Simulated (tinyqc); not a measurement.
Interface traps from C-V curves, high-low and Terman methods: one step of the calculation.

MOS capacitor on an n-type substrate; psi is the band bending, negative in depletion; only majority carriers are counted. At the bending psi the Fermi level lies y = xi - psi below the conduction edge at the surface, xi = Vt ln(Nc/Nd). Dit(y) = D0 + D1 exp(-y/E1); traps fill up to the Fermi level, follow the bias and a slow signal, and do not follow a fast one. V is the gate voltage from flat band.

Task. Terman extraction. psi at each point follows from C_HF and the ideal curve. Dit = (Cox/q) d(V - V0)/dpsi by central differences over the two neighbours.

Constants: q = 1.602176634e-19 C. Results are converted to the units shown.

```
point      psi (V)       V0 (V)        V (V)
0      -0.90000000  -0.91994697  -0.93642507
1      -0.75650000  -0.77473637  -0.78872436
2      -0.61300000  -0.62934776  -0.64084559
3      -0.46950000  -0.48371031  -0.49271771
4      -0.32600000  -0.33768832  -0.34420218
5      -0.18250000  -0.19094457  -0.19493097
6      -0.03900000  -0.04193046  -0.04301856
```

Cox = 1569.6060 nF/cm^2

Find: Dit by Terman.

Result.

Dit by Terman, point 1 to 5 (cm^-2 eV^-1): [1.7000e11, 1.7001e11, 1.7013e11, 1.7139e11, 1.8521e11]

The differences overstate the curved tail; the largest error is 4.8 %, at point 5.

Numbers from tinyqc (`OMP_NUM_THREADS=1 python tinyqc.py 2030062 2030063 out.jsonl`; about 0.01 s on one thread of a shared Intel Xeon 2.30GHz).
